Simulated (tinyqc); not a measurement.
Pair-potential crystal by lattice sums. From bulk modulus B back to well depth eps. Computed by tinyqc, a small Python program. Command: `OMP_NUM_THREADS=1 python tinyqc.py 3028691 3028692 out.jsonl pairsum inv`. One thread of a shared host (Intel(R) Xeon(R) Processor @ 2.30GHz), about 0.1 s of CPU time with the checks.

Energy per atom E = (1/2) sum over neighbours of phi(r); d is the nearest-neighbour distance.

Inputs (values chosen for the exercise, for model atoms): pair minimum r0 = 3.91 angstrom; cut-off r_c/r0 = 2.66; repulsive exponent n = 16; attractive exponent m = 6.

Potential: Mie n-m. Structure: hcp.

Constants: 1 eV/angstrom^3 = 160.2176634 GPa.

Method:
- phi0(r) = eps [m (r0/r)^n - n (r0/r)^m]/(n - m); shifted-force cut-off: phi(r) = phi0(r) - phi0(r_c) - (r - r_c) phi0'(r_c) for r < r_c, zero beyond.
- Shells (distance in units of d, count): fcc 1.0000 (12), 1.4142 (6), 1.7321 (24), 2.0000 (12), 2.2361 (24), 2.4495 (8), 2.6458 (48), 2.8284 (6), 3.0000 (36), 3.1623 (24); hcp 1.0000 (12), 1.4142 (6), 1.6330 (2), 1.7321 (18), 1.9149 (12), 2.0000 (6), 2.2361 (12), 2.3805 (12), 2.4495 (6), 2.5166 (6), 2.5820 (12), 2.6458 (24), 2.7080 (6), 2.8868 (12), 3.0000 (12), 3.1091 (24), 3.1623 (12); bcc 1.0000 (8), 1.1547 (6), 1.6330 (12), 1.9149 (24), 2.0000 (8), 2.3094 (6), 2.5166 (24), 2.5820 (24), 2.8284 (24), 3.0000 (32); sc 1.0000 (6), 1.4142 (12), 1.7321 (8), 2.0000 (6), 2.2361 (24), 2.4495 (24), 2.8284 (12), 3.0000 (30), 3.1623 (24); diamond 1.0000 (4), 1.6330 (12), 1.9149 (12), 2.3094 (6), 2.5166 (12), 2.8284 (24), 3.0000 (16). Volumes per atom in d^3: fcc 0.70711, hcp 0.70711, bcc 0.76980, sc 1.00000, diamond 1.53960; hcp has the ideal c/a. Every shell inside the cut-off is summed.
- Equilibrium: dE/dd = 0 at the lowest minimum with d between 0.78 r0 and 1.45 r0; B = d^2 E''(d)/(9 Omega).
- Unrelaxed vacancy: removing an atom breaks its bonds (2|E|) and placing it on the surface returns |E|, so E_v = |E|.

Task: A run gave the result below. Find the well depth eps, known to lie between 0.04 and 0.12 eV.

bulk modulus B = 24.63462 GPa

Result:

Each step takes the trial c = (a f_b - b f_a)/(f_b - f_a), f being the result less the target and a, b, c the logarithms of the listed values; c replaces end b, the old b replaces a if the sign of f changed, and otherwise f_a is halved.

Scan of the range:
```
well depth eps (eV)  bulk modulus B (GPa)
0.0400                            12.6803
0.0480                            15.2163
0.0577                            18.2913
0.0693                            21.9686
0.0832                            26.3750
0.0999                            31.6690
0.1200                            38.0409
```

False position (Illinois rule, in the logarithm of the input) inside the bracket:
```
step      end a      end b      trial  bulk modulus B (GPa)
1     0.0693000  0.0832000  0.0774047               24.5378
2     0.0832000  0.0774047  0.0776997               24.6313
3     0.0832000  0.0776997  0.0777196               24.6377
4     0.0776997  0.0777196  0.0777100               24.6346
5     0.0777196  0.0777100  0.0777100               24.6346
```

Bulk modulus B rises at every point of a 13-point scan of the range (every second point is shown), so one value fits; it is bracketed by 0.0693 and 0.0832. The scan shows a pure power law with exponent 1.0000, so scaling from any one row also gives the answer directly. Answer: well depth eps = 0.07771 eV.
